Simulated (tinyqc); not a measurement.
# Drift exponent from two reads

Problem. Ra = R0 (t/t0)^nu. Find nu, R0 and Ra after ten years (3.15576e8 s).

Inputs (values chosen for the exercise): reference time t0 = 0.001 s.

Ra at t = 0.01 and 3 s, both at 300 K (Mohm): [10.186885, 13.471636]

Answer. ln Ra is linear in ln t with slope nu.

nu = 0.0490
R0 = 9.10 Mohm
Ra after ten years = 33.3 Mohm

Numbers from tinyqc (`OMP_NUM_THREADS=1 python tinyqc.py 2880007 2880008 out.jsonl`; about 0.01 s on one thread of a shared Intel Xeon 2.30GHz).
